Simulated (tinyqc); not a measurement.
Inside a calculation. Model: tunnelling through a gate dielectric, WKB transmission and Tsu-Esaki current.

tinyqc, about 0.01 s, one thread, Intel Xeon 2.30GHz (shared host): `OMP_NUM_THREADS=1 python tinyqc.py 2540077 2540078 out.jsonl` Printed values are rounded.

Electrons leave the emitter at x = 0. Energies E (motion across the layers) are in eV from the emitter Fermi level; the collector Fermi level lies at -V and offers states at every E. No charge in the dielectric and no image force: F1 = V/t1, U = phi1 - F1 x. With C = hbar^2/(2 m0), kappa = sqrt(m (U - E)/C) where U > E and 0 elsewhere; T(E) = exp(-S), S = 2 times the integral of kappa over x.

Inputs (values chosen for the exercise); dielectric values close to those of aluminium oxide: temperature T = 300 K; Fermi energy of the emitter above its band bottom Ef = 0.17 eV; emitter mass in the supply function me = 0.92 m0; barrier of layer 1 above the emitter Fermi level at zero bias phi1 = 2.49 eV; tunnelling mass of layer 1 m1 = 0.39 m0; thickness of layer 1 t1 = 3.1 nm; voltage across the dielectric V = 1.3 V; energy of the electron followed E = 0 eV; cells in each layer nc = 6; lower end of the energy grid Ea = -0.17 eV; upper end of the energy grid Eb = 0.29 eV; points of the energy grid nE = 9.

Constants: q = 1.602176634e-19 C, kB = 1.380649e-23 J/K, hbar = 1.054571817e-34 J s, m0 = 9.1093837015e-31 kg, Vt = kB T/q, hbar^2/(2 m0) = 0.0380998212 eV nm^2. Results are converted to the units shown.

## Fields and band edges

F1 = V/t1, U = phi1 - F1 x.

F1 = 4.19355 MV/cm
U at x = t1 = 1.19 eV

## WKB exponent by the midpoint rule

Cut each layer into nc equal cells, take U and kappa at the cell centres, and sum S = 2 sum kappa h.

| cell | x (nm) | U (eV) | kappa (1/nm) |
|---|---|---|---|
| 0 | 0.25833 | 2.38167 | 4.93755 |
| 1 | 0.77500 | 2.16500 | 4.70760 |
| 2 | 1.29167 | 1.94833 | 4.46583 |
| 3 | 1.80833 | 1.73167 | 4.21020 |
| 4 | 2.32500 | 1.51500 | 3.93801 |
| 5 | 2.84167 | 1.29833 | 3.64556 |

S = 26.7682
T(E) = 2.36972e-12

## WKB exponent in closed form

Each layer adds (2/F) sqrt(m/C) [G(u at its left edge) - G(u at its right edge)] to S, with u = U - E (0 where negative) and G(u) = (2/3) u^1.5. The slope follows from 1/d = -dS/dE.

S = 26.7640
T(E) = 2.37973e-12
energy d over which T(E) grows by a factor e = 0.13454 eV

The midpoint rule gives S = 26.768, so its T(E) is 0.42 % below this value. The band edge stays above E through the whole stack: direct tunnelling through a trapezoid.

## Current density on a coarse energy grid

J = J0 times the integral of T(E) N(E) dE, N = ln[(1 + exp(-E/Vt))/(1 + exp((-E - V)/Vt))], J0 = q^2 me m0 kB T/(2 pi^2 hbar^3) (times 1e-4 for A/cm^2 per eV), by Simpson's rule on nE equally spaced points from Ea to Eb.

| point | E (eV) | T(E) | N | T(E) N |
|---|---|---|---|---|
| 0 | -0.170000 | 6.92904e-13 | 6.57729 | 4.55743e-12 |
| 1 | -0.112500 | 1.04502e-12 | 4.36450 | 4.56099e-12 |
| 2 | -0.055000 | 1.58631e-12 | 2.24005 | 3.55341e-12 |
| 3 | 0.002500 | 2.42438e-12 | 0.645964 | 1.56606e-12 |
| 4 | 0.060000 | 3.73184e-12 | 0.0936587 | 3.49519e-13 |
| 5 | 0.117500 | 5.78794e-12 | 0.0105631 | 6.11386e-14 |
| 6 | 0.175000 | 9.04884e-12 | 0.00114784 | 1.03866e-14 |
| 7 | 0.232500 | 1.42672e-11 | 1.24207e-4 | 1.77208e-15 |
| 8 | 0.290000 | 2.26980e-11 | 1.34342e-5 | 3.04930e-16 |

J0 = 3.84896e8 A/(cm^2 eV)
J = 2.74020e-4 A/cm^2

The integrand peaks at E = -0.113 eV among these points. A converged quadrature from -Ef to above the barrier gives 2.747e-4 A/cm^2; this grid is 0.23 % below that.
